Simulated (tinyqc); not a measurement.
Short-channel transistor, virtual-source model with series resistance: one step of the calculation.

The current per gate width is the charge at the top of the source barrier (the virtual source) times its velocity times a saturation function; al and be are fitting constants of the model. Units: I in uA/um, Rs in ohm um, so I Rs = 1e-6 I Rs in volts; Q in uC/cm^2, so I = 1e-4 Q vx0 Fsat with vx0 in cm/s.

Task. Current through the series resistance. Intrinsic voltages Vg' = Vgs - I Rs, Vd' = Vds - 2 I Rs. n = n0 + nd Vd', VT = VT0 - dl Vd', Ff = 1/(1 + exp((Vg' - VT + al Vt/2)/(al Vt))), Q = Cinv n Vt ln(1 + exp((Vg' - VT + al Vt Ff)/(n Vt))), Vdsat = (vx0 L/mu)(1 - Ff) + Vt Ff, Fsat = u/(1 + u^be)^(1/be) with u = Vd'/Vdsat, and I(out) = Q vx0 Fsat per width. (Fsat takes the sign of u.) I(new) = I + 0.3 (I(out) - I).

Inputs (values chosen for the exercise):
```
symbol   value        unit                                                         meaning
T          350           K                                                     temperature
Cinv      3.97     uF/cm^2                                           inversion capacitance
vx0     3.92e7        cm/s                                  velocity at the virtual source
mu         490  cm^2/(V s)                                               apparent mobility
L           12          nm                                                  channel length
VT0       0.38           V                                 threshold at zero drain voltage
dl        0.04         V/V                                  drain-induced barrier lowering
n0        1.53                                                         subthreshold factor
nd        0.05         1/V                                  growth of n with drain voltage
al         3.5              threshold shift (in units of Vt) from weak to strong inversion
be         1.4                                                     sharpness of saturation
Rs         200      ohm um                               series resistance of each contact
Vgs        0.8           V                                                    gate voltage
Vds        0.8           V                                                   drain voltage
```

Constants: q = 1.602176634e-19 C, kB = 1.380649e-23 J/K, Vt = kB T/q. Results are converted to the units shown.

I after iteration 1 = 2040.5993 uA/um

Give: Vg'; Vd'; VT; Ff; Q; Vdsat; Fsat; I(out); I after iteration 2.

Result.

Vg' = 0.39188 V
Vd' = -0.016240 V
VT = 0.38065 V
Ff = 0.35288
Q = 0.24736 uC/cm^2
Vdsat = 0.072766 V
Fsat = -0.20550
I(out) = -199.26 uA/um
I after iteration 2 = 1368.6 uA/um

Computed by the program tinyqc: `OMP_NUM_THREADS=1 python tinyqc.py 2380042 2380043 out.jsonl`, one thread of a shared Intel Xeon 2.30GHz, about 0.01 s for the whole run.
